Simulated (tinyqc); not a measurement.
Admittance spectroscopy of a deep trap: one step of the calculation.

Schottky contact on an n-type layer with shallow donors Nd (all ionised) and a donor-like deep trap, neutral when filled and positive when empty; depletion approximation. Traps within lam of the depletion edge stay filled. The traps at xt = W - lam, where the level crosses the Fermi level, follow a slow signal and not a fast one. w = 2 pi f.

Task. Admittance at the signal frequency. Emission rate en = sn vth(T) Nc(T) exp(-Et/kB T) = sn g T^2 exp(-Et/kB T), g = vth Nc/(300 K)^2, as vth goes as T^0.5 and Nc as T^1.5 (degeneracy factor 1). Inflection frequency w0 = 2 en [1 + Nt xt/(Nd W)]; C = C_HF + (C_LF - C_HF)/(1 + (w/w0)^2), G/w = (C_LF - C_HF)(w/w0)/(1 + (w/w0)^2).

Values chosen for this exercise; material values close to those of 4H silicon carbide:
- Nc = 1.68e19 cm^-3 (conduction-band density of states at 300 K)
- vth = 1.9e7 cm/s (thermal velocity at 300 K)
- Nd = 7.7e14 cm^-3 (shallow donor density)
- Et = 0.4 eV (depth of the trap below the conduction edge)
- sn = 2.7e-14 cm^2 (capture cross-section)
- Nt = 2.8e13 cm^-3 (trap density)
- f = 3.3e5 Hz (signal frequency)
- T = 279 K (temperature)

Constants: q = 1.602176634e-19 C, kB = 1.380649e-23 J/K. Results are converted to the units shown.

W = 1285.3031 nm
xt = 807.06332 nm
C_HF = 6.7579065 nF/cm^2
C_LF = 6.8473018 nF/cm^2

Find: en; w0/(2 pi); C; G/w.

Result.

en = 4.435e5 1/s
w0/(2 pi) = 1.444e5 Hz
C = 6.772 nF/cm^2
G/w = 0.03283 nF/cm^2

The signal is faster than the trap, which mostly does not follow it.

Numbers from tinyqc (`OMP_NUM_THREADS=1 python tinyqc.py 2050089 2050090 out.jsonl`; about 0.01 s on one thread of a shared Intel Xeon 2.30GHz).
